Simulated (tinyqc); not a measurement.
## Heated strip on a layer stack, thermal resistances with spreading: effect of the power per length of the strip

A long strip of width ws dissipates Pw per length on three layers over a heat sink. Heat is taken to spread at 45 degrees, so the width of the flow grows by twice the depth: w1 = ws + 2 t1, w2 = w1 + 2 t2, w3 = w2 + 2 t3 at the bottoms of the layers. This is a rule of thumb, not a solution of the heat equation.

Resistances times length: layer i, ln(w_i/w_(i-1))/(2 k_i) with w0 = ws; boundary, Rb/w1. From the sink upward: Ta = T0 + Pw R3; across layer 2 the Kirchhoff transform gives Tb^(1-p) = Ta^(1-p) + (1 - p)(300 K)^(-p) Pw R2; Tc = Tb + Pw Rboundary; Tj = Tc + Pw R1. The share is that of R1 + Rboundary in the sum of the four resistances.

Values chosen for this exercise; conductivities close to those of germanium (layer 1), silicon (layer 2) and solder (layer 3):

| symbol | value | unit | meaning |
|---|---|---|---|
| T0 | 323 | K | heat-sink temperature |
| ws | 9.4 | um | width of the heated strip |
| t1 | 1.6 | um | thickness of layer 1 |
| k1 | 60.9 | W/(m K) | conductivity of layer 1 |
| Rb | 26 | m^2 K/GW | boundary resistance between layers 1 and 2 |
| t2 | 50 | um | thickness of layer 2 |
| k2 | 159 | W/(m K) | conductivity of layer 2 at 300 K |
| p | 1.3 |  | exponent in k2(T) = k2 (300 K/T)^p |
| t3 | 30 | um | thickness of layer 3 |
| k3 | 55.7 | W/(m K) | conductivity of layer 3 |

The same in every row: sum of resistances (K mm/W) = 15.190; share of layer 1 and boundary (%) = 29.420.

Effect of the power per length of the strip:
```
Pw (W/mm)	Tj - T0 (K)	(Tj - T0)/Pw (K mm/W)
0.23	3.6658	15.938
0.34	5.4278	15.964
0.51	8.1622	16.004
0.74	11.884	16.059
1.1	17.760	16.145
1.6	26.027	16.267
2.4	39.518	16.466
3.5	58.620	16.749
```

What does the comparison show, and why?

As Pw goes from 0.23 to 3.5 W/mm, Tj - T0 rises from 3.67 to 58.6 K, on average as Pw^(1.02), and the share of layer 1 and the boundary stays at 29.4 %. The apparent resistance grows from 15.9 to 16.7 K mm/W because k2 falls as layer 2 warms.

Program tinyqc, `OMP_NUM_THREADS=1 python tinyqc.py 2520033 2520034 out.jsonl`; Intel Xeon 2.30GHz, shared host, one thread, about 0.01 s.
